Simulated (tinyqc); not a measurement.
# Ballistic Schottky-barrier transistor with a two-dimensional channel, WKB contacts: two studies

Source Fermi level 0, drain Fermi level -Vd. Far from the contacts Ec = pn - psi, and the gate moves psi one to one; the band edges relax as exp(-x/lam) from pn at the source and pn - Vd at the drain; Ev = Ec - Eg. A carrier of energy w inside the channel band meets at a contact a barrier of height D (the contact edge beyond the channel edge): T = 1 for w >= D, else exp(-S), S = 4 lam sqrt(m/C) [sqrt(D - w) - sqrt(w) arctan sqrt((D - w)/w)], C = hbar^2/(2 m0). The two contacts combine as Ts Td/(Ts + Td - Ts Td).

Inputs (values chosen for the exercise); channel values close to those of a tungsten diselenide layer:

| symbol | value | unit | meaning |
|---|---|---|---|
| T | 350 | K | temperature |
| Eg | 1.4 | eV | band gap |
| pn | 0.49 | eV | barrier for electrons at both contacts |
| mn | 0.35 | m0 | electron mass |
| mp | 0.42 | m0 | hole mass |
| g | 2 |  | valleys or subbands |
| lam | 4.4 | nm | screening length at the contacts |
| Vd | 0.05 | V | drain bias |
| ps | 0.27 | V | band shift psi of the channel by the gate |

Constants: q = 1.602176634e-19 C, kB = 1.380649e-23 J/K, hbar = 1.054571817e-34 J s, h = 6.62607015e-34 J s, m0 = 9.1093837015e-31 kg, Vt = kB T/q, hbar^2/(2 m0) = 0.0380998212 eV nm^2. Results are converted to the units shown.

Each table varies one quantity; the others keep the values above.

## Ambipolar transfer curve

I/W = g (2 q^2/h) int T(w) [N(Es + w) - N(Ed + w)] dw with w the energy of motion along the channel, N(y) = (1/2 pi) sqrt(pi m kB T/C) Fm(-y/kB T), Fm(x) = (1/sqrt(pi)) int_0^infinity u^(-1/2)/(1 + exp(u - x)) du. Electrons: Ds = psi, Dd = psi - Vd, Es = Ec, Ed = Ec + Vd. Holes: Ds = -psi, Dd = Vd - psi, Es = -Ev, Ed = -Ev - Vd. The size of each current is taken; both flow from drain to source and add. The integrals are converged. Swing = d(psi)/d(log10 I).

Results:

| ps (V) | electrons (uA/um) | holes (uA/um) | I (uA/um) | swing (mV/decade) |
|---|---|---|---|---|
| -0.73 | 1.522e-15 | 5.366e-8 | 5.366e-8 | -202.8 |
| -0.6 | 1.133e-13 | 1.303e-8 | 1.303e-8 | -221.3 |
| -0.48 | 6.056e-12 | 3.957e-9 | 3.963e-9 | -245.7 |
| -0.35 | 4.509e-10 | 1.244e-9 | 1.694e-9 | 862.8 |
| -0.23 | 2.410e-8 | 4.774e-10 | 2.458e-8 | 71.15 |
| 0.02 | 6.504e-5 | 6.938e-11 | 6.504e-5 | 215.6 |
| 0.14 | 1.843e-4 | 2.453e-12 | 1.843e-4 | 285.5 |
| 0.27 | 5.248e-4 | 3.295e-14 | 5.248e-4 | 280.0 |
| 0.39 | 0.001478 | 6.165e-16 | 0.001478 | 253.1 |
| 0.52 | 0.005198 | 8.279e-18 | 0.005198 | 224.6 |
| 0.64 | 0.01874 | 1.549e-19 | 0.01874 | 209.3 |

Estimate the missing row, ps = -0.11 V.

Computed row:

| ps (V) | electrons (uA/um) | holes (uA/um) | I (uA/um) | swing (mV/decade) |
|---|---|---|---|---|
| -0.11 | 1.288e-6 | 1.944e-10 | 1.288e-6 | 69.46 |

With this row back in the table: I goes from 5.37e-8 through a minimum of 1.69e-9 (at ps = -0.35 V among the rows listed) to 0.0187 uA/um; the exact minimum lies at psi = -0.358 V. Holes carry the left branch and electrons the right. The ratio of the last row to the smallest is 1.11e7 and of the first row 31.7, with barriers of 0.49 eV for electrons and 0.910 eV for holes. The steepest swing among the rows is 69.5 mV/decade, against the thermionic limit 69.4.

## Effect of the screening length

Same model as above.

Result of one run:

| lam (nm) | current of the electrons (uA/um) | share over the barriers (%) | \|d psi/d log10\| of this current (mV/decade) |
|---|---|---|---|
| 2.6 | 0.001484 | 3.331 | 180.1 |

What becomes of these results when the screening length at the contacts lam is changed from 2.6 to 3.7 nm, all else the same?

Result of the changed run:

| lam (nm) | current of the electrons (uA/um) | share over the barriers (%) | \|d psi/d log10\| of this current (mV/decade) |
|---|---|---|---|
| 3.7 | 7.174e-4 | 6.888 | 240.9 |

The whole series:

| lam (nm) | current of the electrons (uA/um) | share over the barriers (%) | \|d psi/d log10\| of this current (mV/decade) |
|---|---|---|---|
| 0.5 | 0.04803 | 0.1029 | 85.84 |
| 1.6 | 0.004592 | 1.076 | 129.4 |
| 2.6 | 0.001484 | 3.331 | 180.1 |
| 3.7 | 7.174e-4 | 6.888 | 240.9 |
| 4.8 | 4.538e-4 | 10.89 | 302.1 |
| 5.9 | 3.314e-4 | 14.91 | 362.0 |
| 6.9 | 2.683e-4 | 18.41 | 414.9 |
| 8 | 2.243e-4 | 22.03 | 471.8 |

The current falls from 0.0480 to 2.24e-4 uA/um, while the share over the barriers rises from 0.103 to 22.0 %: the thermionic part does not depend on lam, and a thinner barrier adds tunnelling. The swing rises from 85.8 to 472 mV/decade.

Range of the model: No scattering, image-force lowering, channel charge or band-to-band tunnelling; parabolic kappa overstates S deep in the gap.

Numbers from tinyqc (`OMP_NUM_THREADS=1 python tinyqc.py 2390121 2390122 out.jsonl`; about 0.2 s on one thread of a shared Intel Xeon 2.30GHz).
